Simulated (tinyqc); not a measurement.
Trap in a gate oxide as a short-range spherical well: one step. Peak of the photo-ionisation cross-section. Three cases, with inputs chosen for the exercise.

Problem. The maximum lies at x = 2. Give the photon energy, its wavelength and sigma there.

Lucovsky model (delta well, plane-wave final states, no local-field factor): sigma = (32 pi alpha c/(3 n_r m Et)) (x - 1)^(3/2)/x^3, x = h nu/Et, c = hbar^2/2m0; 1 angstrom^2 = 1e-16 cm^2.

Constants: hbar^2/2m0 = 3.80998211 eV angstrom^2; fine-structure constant alpha = 0.007297352564; hc = 1239.841984 eV nm.

Give: h nu; wavelength; sigma.

Case 1.

Values chosen (out of a larger set: near those of SiO2 on 4H SiC; not measured data): m = 0.45 m0 (mass); n_r = 1.49 (refractive index).

Et = 2.342943 eV

Solution.

h nu = 4.686 eV
wavelength = 265 nm
sigma = 7.41 x 1e-18 cm^2

With 31 % of the state outside the well the delta-well form is only a rough model of this centre.

Case 2.

Values chosen (out of a larger set: near those of Al2O3 on GaAs; not measured data): m = 0.312 m0 (mass); n_r = 1.7 (refractive index).

Et = 1.021150 eV

Solution.

h nu = 2.042 eV
wavelength = 607 nm
sigma = 21.5 x 1e-18 cm^2

With 30 % of the state outside the well the delta-well form is only a rough model of this centre.

Case 3.

Values chosen (out of a larger set: near those of HfO2 on Si; not measured data): m = 0.212 m0 (mass); n_r = 1.93 (refractive index).

Et = 1.002250 eV

Solution.

h nu = 2.004 eV
wavelength = 619 nm
sigma = 28.4 x 1e-18 cm^2

With 35 % of the state outside the well the delta-well form is only a rough model of this centre.

Computed by tinyqc, one run a case: `OMP_NUM_THREADS=1 python tinyqc.py N N+1 out.jsonl` with N = 1280502, 1280827, 1281144; one thread of a shared Intel(R) Xeon(R) Processor @ 2.30GHz, about 0.01 s a run at most.
